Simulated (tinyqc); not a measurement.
Nudged elastic band on a two-dimensional model surface. Changing the step factor eta. Computed by tinyqc, a small Python program. Command: `OMP_NUM_THREADS=1 python tinyqc.py 3000562 3000563 out.jsonl neb sweep`. One thread of a shared host (Intel(R) Xeon(R) Processor @ 2.30GHz), about 0.1 s of CPU time with the checks.

V(x, y) = h u^2 + t x + (kappa/2)(y + c u)^2 with u = x^2/w^2 - 1; the path runs from the minimum near (-w, 0) to that near (w, 0).

Inputs (values chosen for the exercise, for a model surface):
```
quantity,value,unit
height h,0.66,eV
half width w,1.1,angstrom
transverse stiffness kappa,1.8,eV/angstrom^2
curvature c,0.34,angstrom
tilt t,0.0019,eV/angstrom
movable images n,3,-
spring constant k_s,1.2,eV/angstrom^2
iteration cap,600,-
```

Surface: curved double well. Climbing image: off.

Method:
- Newton steps x(new) = x - H^-1 grad V (moves limited to 0.3 angstrom) from (-w, 0), (w, 0) and (0, c) give the two minima and the saddle.
- Tangent at image i: towards the higher neighbour if the energies rise or fall through i; at a maximum or minimum, tau = t+ dmax + t- dmin if V(i+1) > V(i-1), else t+ dmin + t- dmax, with t+ = R(i+1) - R(i), t- = R(i) - R(i-1) and dmax, dmin the larger and smaller of |V(i+1) - V(i)| and |V(i-1) - V(i)|; then normalise. Force F = -grad V + (grad V.tau) tau + k_s (|t+| - |t-|) tau.
- Update R(new) = R + eta F; the end points stay fixed.
- Start on the straight line; stop when the largest force is below 1e-4 or above 1e6 eV/angstrom.

One run for each value:
```
step factor eta (angstrom^2/eV),iterations,energy of the highest image (eV)
0.021,228,0.6621
0.028,170,0.6621
0.038,125,0.6621
0.052,90,0.6621
0.071,65,0.6621
0.097,47,0.6621
0.130,34,0.6621
0.180,24,0.6621
0.250,16,0.6621
```

Describe and explain the trends.

Over the rows, iterations falls from 228 to 16.0 (exponent d ln y / d ln x -1.0 between the first rows and -1.2 between the last). While the steps are short the count falls about as 1/eta; the converged energy does not depend on eta.

Extremes, crossings and ranges named in words are read from the listed rows.
